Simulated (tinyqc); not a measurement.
Conductance of a narrow metal strip with scatterers (square lattice, Green functions), step by step. Values are carried at full precision from step to step, so a last printed digit may differ when a step is redone from the rounded ones.

A strip of W sites across with hard walls, site energy 0 and hopping -t. Mode n = 1 to W has profile chi_n(j) = sqrt(2/(W + 1)) sin(n j pi/(W + 1)) and energy en = -2t cos(n pi/(W + 1)); E = en - 2t cos(kn a). With z_n = exp(i kn a) (Im k > 0 for closed modes, |z| < 1) each lead gives the self-energy -t z_n in mode n. One column carries the site energies v, here one foreign atom. In the mode basis V_nm = sum_j chi_n(j) v_j chi_m(j), G = (E - en + 2 t z_n - V)^-1, and t_nm = 2t sqrt(sin(kn a) sin(km a)) G_nm in size for open modes. T = sum |t_nm|^2, conductance (2e^2/h) T.

Constants: e^2/h = 3.874045865e-05 S.

Inputs chosen for the exercise (hopping and spacing of the size met in Cu or Al; the lattice is a model; the results hold for these values, not for the real material): t = 1.35 eV (hopping); a = 2.45 angstrom (spacing); W = 4 (sites across); E = -3.11 eV (Fermi energy); v = (0, 0, 0, 2.2) eV (site energies in the scattering column).

## Modes at the Fermi energy

For each n: en, cos(kn a) = (en - E)/(2t), z_n and the velocity 2 t a sin(kn a) (zero if closed).

Modes:

| n | en (eV) | cos(k a) | z | dE/dk (eV angstrom) |
|---|---|---|---|---|
| 1 | -2.1843 | 0.34283 | 0.34283+0.93940i | 6.2141 |
| 2 | -0.8343 | 0.84283 | 0.84283+0.53817i | 3.5600 |
| 3 | 0.8343 | 1.46087 | 0.39591 | 0.0000 |
| 4 | 2.1843 | 1.96087 | 0.27415 | 0.0000 |

2 of 4 modes are open, so the clean strip has a resistance of 6453 ohm, whatever its length.

## The scatterer in the mode basis

Form V_nm.

V (eV):
```
         n=1      n=2      n=3      n=4
n=1   0.3040  -0.4919   0.4919  -0.3040
n=2  -0.4919   0.7960  -0.7960   0.4919
n=3   0.4919  -0.7960   0.7960  -0.4919
n=4  -0.3040   0.4919  -0.4919   0.3040
```

A single site couples every mode that has amplitude on it.

## Green function and transmission

E - en + 2 t z_n = 2t (z_n - cos(kn a)). Invert, form |t_nm|^2 = (2t)^2 Im(z_n) Im(z_m) |G_nm|^2 and sum. The added resistance is 1/(2 (e^2/h) T) less the same for the clean strip.

G (1/eV):
```
                 n=1              n=2              n=3              n=4
n=1  -0.0282-0.3802i   0.0797-0.0396i   0.0200+0.0403i  -0.0078-0.0157i
n=2   0.0797-0.0396i  -0.2250-0.5764i  -0.0565-0.1137i   0.0220+0.0444i
n=3   0.0200+0.0403i  -0.0565-0.1137i  -0.2903-0.0286i  -0.0224+0.0111i
n=4  -0.0078-0.0157i   0.0220+0.0444i  -0.0224+0.0111i  -0.2108-0.0043i
```

|t_nm|^2:
```
        n=1     n=2  n=3  n=4
n=1  0.9353  0.0292    0    0
n=2  0.0292  0.8084    0    0
n=3       0       0    0    0
n=4       0       0    0    0
```

T = 1.8020
added resistance = 709 ohm

Mode 2 passes least (0.838) and mode 1 most (0.964); 3.2 % of the transmitted flux changes mode.

## Checks

- Transmitted plus reflected flux against the number of open modes: both 2.00000.

tinyqc: `OMP_NUM_THREADS=1 python tinyqc.py 1451788 1451789 out.jsonl`; about 0.01 s, one thread, shared Intel(R) Xeon(R) Processor @ 2.30GHz.
